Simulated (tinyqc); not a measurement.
# Gate voltage for a given inversion charge

Question. p-type body, charge-sheet picture, depletion and inversion only, full ionisation (an idealisation for deep acceptors), Boltzmann statistics (rough once Na exp(x - xn) passes about Nc/7). In units of Vt: xg = (Vg - Vfb)/Vt, x = psi/Vt, G = gamma/sqrt(Vt), xn = (2 phiF + Vc)/Vt. The implicit equation is (xg - x)^2 = G^2 [x - 1 + exp(x - xn)] for x above about 3. Cox = eps0 eox/tox. ni = sqrt(Nc Nv) exp(-Eg/(2 Vt)), Eg in volts; phiF = Vt ln(Na/ni); gamma = sqrt(2 q eps0 eps_r Na)/Cox. N_inv = (Cox Vt G/q) [sqrt(x - 1 + exp(x - xn)) - sqrt(x - 1)]. Find x - xn, psi and Vg.

Parameters, values chosen for the exercise; band and dielectric values close to those of silicon:
- T = 400 K (temperature)
- Eg = 1.11 eV (band gap)
- eps_r = 11.7 (relative permittivity)
- Nc = 4.3e19 cm^-3 (conduction-band density of states at T)
- Nv = 4.05e19 cm^-3 (valence-band density of states at T)
- eox = 3.9 (relative permittivity of the gate insulator (close to silicon dioxide))
- tox = 9.8 nm (insulator thickness)
- Na = 2.7e16 cm^-3 (acceptor density)
- Vfb = -0.93 V (flat-band voltage)
- Vc = 0.2 V (channel-body voltage)

Constants: q = 1.602176634e-19 C, kB = 1.380649e-23 J/K, Vt = kB T/q, eps0 = 8.8541878128e-14 F/cm where lengths are in cm. Results are converted to the units shown.

N_inv = 2.9e10 cm^-2

Solution. N_inv rises steadily with x, so it fixes x; the implicit equation then gives xg directly.

x - xn = 0.9635
psi = 0.8370 V
Vg = 0.1609 V

Computed by the program tinyqc: `OMP_NUM_THREADS=1 python tinyqc.py 2122027 2122028 out.jsonl`, one thread of a shared Intel Xeon 2.30GHz, about 0.01 s for the whole run.
